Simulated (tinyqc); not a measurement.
MESFET, gradual channel with velocity saturation: two steps of the calculation.

A uniformly doped n-type channel, depleted from the top by a Schottky gate; at channel potential V the depleted share of a is u = sqrt((Vbi - Vg + V)/Vp), s at the source. Electrons drift with v = mu E/(1 + mu E/vsat). Abrupt depletion edge, no series resistance, source at 0.

Problem 1. The saturation point by Newton steps. a is the channel (half-)thickness, Vp its pinch-off voltage and Z = mu Vp/(vsat L); an iterate with u > 1 is an overshoot, not a physical state. f = (1 - u)(1 + Z (u^2 - s^2)) - Z F/3, F = 3 (u^2 - s^2) - 2 (u^3 - s^3); f' = -(1 + Z (u^2 - s^2)); u(new) = u - f/f'.

u after iteration 1 = 0.99937354
Z = 10.168331
s = 0.72584482

Find: f; f'; u after iteration 2.

Solution 1.

f = -0.62094
f' = -5.7984
u after iteration 2 = 0.89229

Problem 2. Saturation voltage, current and transconductance. Vdsat = Vp (um^2 - s^2); Isat = (G0 Vp/Z)(1 - um), which is q Nd vsat a W (1 - um); gm = G0 (um - s)/(1 + Z (um^2 - s^2)). For Z = 0: Vdsat = Vp (1 - s^2), Isat = (G0 Vp/3)(1 - 3 s^2 + 2 s^3), gm = G0 (1 - s).

um = 0.85967807
Vp = 2.7481976 V
G0 = 96.034467 mS
Z = 10.168331
s = 0.72584482

Wanted: Vdsat; Isat; gm; Vdsat for Z = 0; Isat for Z = 0; gm for Z = 0.

Solution 2.

Vdsat = 0.5832 V
Isat = 3.642 mA
gm = 4.070 mS
Vdsat for Z = 0 = 1.300 V
Isat for Z = 0 = 16.21 mA
gm for Z = 0 = 26.33 mS

The current saturates with 14.0 % of the channel still open at the drain, at 0.225 of the constant-mobility current.

Program tinyqc, `OMP_NUM_THREADS=1 python tinyqc.py 2500112 2500113 out.jsonl`; Intel Xeon 2.30GHz, shared host, one thread, about 0.07 s.
